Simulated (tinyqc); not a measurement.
# Reverse leakage of an n+-p junction: diffusion, generation, trap-assisted and band-to-band tunnelling: leakage components against the reverse bias

One-sided abrupt junction in the depletion approximation, x from the junction (0) to W on the p side, field F = F0 (1 - x/W). Flat quasi-Fermi levels, long p side. Traps generate through SRH with both lifetimes shortened by 1 + Gamma (Hurkx enhancement, form for moderate fields); band-to-band generation is local and needs a total bending above Eg.

ni = sqrt(Nc Nv) exp(-Eg/(2 Vt)), Eg in volts; Vbi = Vt ln(Na Nd/ni^2); W = sqrt(2 eps0 eps_r (Vbi + VR)/(q Na)); F0 = 2 (Vbi + VR)/W; FG = sqrt(24 mt m0 (kB T)^3)/(q hbar); J_diff = q ni^2 sqrt(Dn/tau)(1 - exp(-VR/Vt))/Na. u = (Vbi + VR)(1 - x/W)^2, p = Na exp(-u/Vt), n = Nd exp((u - Vbi - VR)/Vt); G0 = ni^2 (1 - exp(-VR/Vt))/(tau (n + p + 2 ni cosh(Et/Vt))); Gamma = 2 sqrt(3 pi)(F/FG) exp((F/FG)^2); trap-assisted part G0 Gamma; G_bb = Ab F^2.5 exp(-Bb/F) with F in V/cm, zero unless Vbi + VR > Eg. Currents are q times the integrals over 0 to W; J_bb under 1e-8 of J is printed as 0; rows with F0/FG above 2.2, beyond the range of this Gamma, are left out.

Inputs (values chosen for the exercise); band and dielectric values close to those of silicon:
- T = 300 K (temperature)
- Eg = 1.13 eV (band gap)
- eps_r = 11.5 (relative permittivity)
- Nc = 2.8e19 cm^-3 (conduction-band density of states at T)
- Nv = 2.65e19 cm^-3 (valence-band density of states at T)
- Na = 4.5e17 cm^-3 (acceptor density of the lighter side)
- Nd = 1e19 cm^-3 (donor density of the heavier side)
- tau = 9e-8 s (SRH lifetime of both carriers at zero field)
- Et = 0 eV (trap level above the intrinsic level)
- mt = 0.27 m0 (tunnelling mass)
- Dn = 11 cm^2/s (electron diffusion coefficient on the lighter side)
- Ab = 5.5e14 cm^-0.5 V^-2.5 s^-1 (band-to-band prefactor)
- Bb = 1.86e7 V/cm (band-to-band field constant)

Constants: q = 1.602176634e-19 C, kB = 1.380649e-23 J/K, hbar = 1.054571817e-34 J s, m0 = 9.1093837015e-31 kg, Vt = kB T/q, eps0 = 8.8541878128e-14 F/cm where lengths are in cm. Results are converted to the units shown.

Results:
```
VR (V)  F0 (kV/cm)  F0/FG  J_diff (A/cm^2)  J_SRH (A/cm^2)  J_TAT (A/cm^2)  J_bb (A/cm^2)  J (A/cm^2)              largest part
0.2            412   1.07         3.03e-13         6.61e-9         5.08e-8              0     5.74e-8  trap-assisted tunnelling
0.5            461   1.20         3.04e-13         1.35e-8         1.34e-7       5.34e-15     1.48e-7  trap-assisted tunnelling
1.1            545   1.42         3.04e-13         2.46e-8         3.96e-7       5.85e-12     4.20e-7  trap-assisted tunnelling
1.4            583   1.52         3.04e-13         2.94e-8         5.95e-7       7.12e-11     6.24e-7  trap-assisted tunnelling
1.7            618   1.61         3.04e-13         3.37e-8         8.61e-7       5.73e-10     8.95e-7  trap-assisted tunnelling
2              652   1.70         3.04e-13         3.78e-8         1.22e-6        3.38e-9     1.26e-6  trap-assisted tunnelling
2.3            683   1.78         3.04e-13         4.17e-8         1.69e-6        1.57e-8     1.75e-6  trap-assisted tunnelling
2.6            714   1.86         3.04e-13         4.53e-8         2.32e-6        6.07e-8     2.43e-6  trap-assisted tunnelling
```

Estimate the missing row, VR = 0.8 V.

Computed row:
```
VR (V)  F0 (kV/cm)  F0/FG  J_diff (A/cm^2)  J_SRH (A/cm^2)  J_TAT (A/cm^2)  J_bb (A/cm^2)  J (A/cm^2)              largest part
0.8            505   1.32         3.04e-13         1.94e-8         2.46e-7       2.70e-13     2.66e-7  trap-assisted tunnelling
```

With this row back in the table: J rises from 5.74e-8 to 2.43e-6 A/cm^2. Trap-assisted tunnelling leads at VR = 0.2 and in all other rows. The ratio J_TAT/J_SRH goes from 7.68 to 51.3 as F0/FG goes from 1.07 to 1.86.

Range of the model: The n+ side is degenerate, so Vbi from Boltzmann statistics is only a guide.

tinyqc, about 0.01 s, one thread, Intel Xeon 2.30GHz (shared host): `OMP_NUM_THREADS=1 python tinyqc.py 2290083 2290084 out.jsonl`
